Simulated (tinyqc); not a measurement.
Hot carriers by balance equations with a heated Maxwellian: one step, computed by the program tinyqc. Command: `OMP_NUM_THREADS=1 python tinyqc.py 3009031 3009032 out.jsonl hot walk`. One thread of a shared host (Intel(R) Xeon(R) Processor @ 2.30GHz), about 0.01 s of CPU time with the checks.

The carriers follow a Maxwellian at an electron temperature T_e, slightly displaced; the drift energy is neglected against k_B T_e. The balance averages the rate, not the time, so mu_0 lies below the relaxation-time value.

Question. Equilibrium values. Parabolic band: E = hbar^2 k^2/(2 m), speed v = hbar k/m, states per spin, volume and energy g(E) = m k/(2 pi^2 hbar^2). Masses are multiplied by m_0 and all formulas are in SI units. Phonon occupation N_q = 1/(exp(hbar w/(k_B T)) - 1). Acoustic deformation potential (elastic, equipartition, absorption and emission together): 1/tau = 2 pi k_B T D_A^2 g(E)/(hbar rho v_l^2). Optical or intervalley deformation potential: 1/tau = (pi Z_f D_o^2/(rho w)) [N_q g(E + hbar w) + (N_q + 1) g(E - hbar w)], with g = 0 below the band edge. Averages over the Maxwellian, <y> = int y x^(1/2) exp(-x) dx / int x^(1/2) exp(-x) dx with x = E/(k_B T_e), split at x_0 = hbar w/(k_B T_e): 64 Gauss-Legendre points in sqrt(x) below it and 128 in sqrt(x - x_0) above it, up to x = 32. Momentum balance: mu(T_e) = e/(m nu), nu = <x (sum of rates)>/<x>. Power lost per carrier: P(T_e) = hbar w <emission rate - absorption rate> + <(2 m v_l^2/(k_B T)) (E - 2 k_B T) acoustic rate>. Energy relaxation time at weak heating: tau_E = (3/2) k_B / (dP/dT_e), the derivative by a central difference of +/- 0.5 K at T_e = T.

Inputs (values chosen for the exercise, modelled on holes in silicon):

| quantity | value | unit |
|---|---|---|
| effective mass m | 0.513 | m_0 |
| density rho | 2329 | kg/m^3 |
| sound velocity v_l | 9010 | m/s |
| acoustic deformation potential D_A | 6 | eV |
| phonon energy hbar w | 65.1 | meV |
| optical or intervalley deformation potential D_o | 9.5 | 1e8 eV/cm |
| final valleys Z_f | 1 | - |
| lattice temperature T | 300 | K |

Band: parabolic. Solver: damped fixed point.

Constants: k_B = 8.617333262e-05 eV/K; k_B = 1.380649e-23 J/K; e = 1.602176634e-19 C; hbar = 1.054571817e-34 J s; m_0 = 9.1093837015e-31 kg; hbar = 6.582119569e-16 eV s.

Give: low-field mobility mu_0; energy relaxation time tau_E.

Answer.

low-field mobility mu_0 = 688.5 cm^2/(V s)

energy relaxation time tau_E = 0.3378 ps

Energy and momentum relax at comparable rates here.
